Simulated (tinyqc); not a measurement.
What each parameter does: shallow acceptor in the spherical four-band model.

Units Ry* = Ry/(g1 eps^2) and a* = a0 eps g1; mu = (6 g3 + 4 g2)/(5 g1) is the spherical heavy-light coupling and delta = (g3 - g2)/g1 the cubic term, which is left out.

The ground state 1S3/2 has an L = 0 part f(r) and an L = 2 part g(r). In units of Ry* and a*, with Gaussians f_i = exp(-a_i r^2), g_i = r^2 exp(-a_i r^2), A = a_i + a_j and I(n) = Gamma((n + 1)/2)/(2 A^((n + 1)/2)): S_ff = I(2), S_gg = I(6), H_ff = (6 a_i a_j/A) I(2) - 2 I(1), H_gg = (14 a_i a_j/A) I(6) - 2 I(5), H_fg = -mu [15 I(2) - 20 a_j I(4) + 4 a_j^2 I(6)]; each function is then normalised. The split-off band is left out.

Converged values use 22 exponents 2.2^i, i = -7 to 14, for f and for g.
Constants: Ry = 13.60569312 eV; a0 (Bohr radius) = 0.5291772105 angstrom.

Inputs chosen for the exercise (near those of a shallow acceptor in GaAs; shifted at random, so the results belong to these values and not to a real crystal): g1 = 6.94 (Luttinger gamma1); g2 = 2.04 (gamma2); g3 = 2.91 (gamma3); eps = 13.6 (dielectric constant).

Converged values.

One parameter was then changed.

Results before and after:
```
case        mu  Ry* (meV)  binding (meV)  <r> (angstrom)
base     0.738      10.60          21.92            39.6
changed  0.703      10.60          19.82            43.4
```

Which of these changes was made? (a) g3 = 2.68; (b) eps = 14.7; (c) g1 = 7.5; (d) g2 = 1.73.
Answer: (d) g2 = 1.73. Of the candidates, run in turn, only this one gives the changed row.

All candidates:
```
case           mu  Ry* (meV)  binding (meV)  <r> (angstrom)
base        0.738      10.60          21.92            39.6
g1 = 7.5    0.683       9.81          17.47            49.0
g2 = 1.73   0.703      10.60          19.82            43.4
g3 = 2.68   0.699      10.60          19.61            43.8
eps = 14.7  0.738       9.07          18.76            42.8
```

g1 acts twice: it lowers Ry* and it lowers mu.

Program tinyqc; command `OMP_NUM_THREADS=1 python tinyqc.py 1281495 1281496 out.jsonl`; about 0.04 s on one thread of a shared Intel(R) Xeon(R) Processor @ 2.30GHz.
